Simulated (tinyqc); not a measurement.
Plane-wave Kohn-Sham cycle with exchange-only LDA in a layered model solid, step by step. One step of it, computed by the program tinyqc.

Problem. Iteration 1: potential. V_H(G) = 4 pi rho(G)/G^2 for G != 0 (uniform background); v_x = -(3 rho/pi)^(1/3); V = V_ext + V_H + v_x; Fourier components f(G_m) = (1/N) sum_j f(x_j) exp(-i G_m x_j).

A solid whose potential varies along x alone (atomic units):

| parameter | value |
|---|---|
| period a | 8.300000 |
| cross-section of the cell | 25.000000 |
| electrons per cell | 2 |
| grid points | 16 |
| plane waves -n..n, n | 3 |
| k points | 1 |
| V1 in V1 cos(2 pi x/a) | -0.480000 |

density at the start, on the grid x_j = j a/N (e/bohr^3): 0.00963855  0.00963855  0.00963855  0.00963855  0.00963855  0.00963855  0.00963855  0.00963855  0.00963855  0.00963855  0.00963855  0.00963855  0.00963855  0.00963855  0.00963855  0.00963855

Give: Potentials on the grid; V(G_m), m = 0, 1, 2, ....

Solution.

Potentials on the grid (hartree):

| x | V_ext | V_H | v_x | V |
|---|---|---|---|---|
| 0.0000 | -0.4800 | 0.0000 | -0.2096 | -0.6896 |
| 0.5188 | -0.4435 | 0.0000 | -0.2096 | -0.6530 |
| 1.0375 | -0.3394 | 0.0000 | -0.2096 | -0.5490 |
| 1.5562 | -0.1837 | 0.0000 | -0.2096 | -0.3933 |
| 2.0750 | 0 | 0.0000 | -0.2096 | -0.2096 |
| 2.5938 | 0.1837 | 0.0000 | -0.2096 | -0.0259 |
| 3.1125 | 0.3394 | 0.0000 | -0.2096 | 0.1298 |
| 3.6313 | 0.4435 | 0.0000 | -0.2096 | 0.2339 |
| 4.1500 | 0.4800 | 0.0000 | -0.2096 | 0.2704 |
| 4.6688 | 0.4435 | 0.0000 | -0.2096 | 0.2339 |
| 5.1875 | 0.3394 | 0.0000 | -0.2096 | 0.1298 |
| 5.7062 | 0.1837 | 0.0000 | -0.2096 | -0.0259 |
| 6.2250 | 0 | 0.0000 | -0.2096 | -0.2096 |
| 6.7438 | -0.1837 | 0.0000 | -0.2096 | -0.3933 |
| 7.2625 | -0.3394 | 0.0000 | -0.2096 | -0.5490 |
| 7.7812 | -0.4435 | 0.0000 | -0.2096 | -0.6530 |

V(G_m), m = 0, 1, 2, ... (hartree): -0.2096  -0.2400  0.0000  0.0000  0.0000  0.0000  0.0000
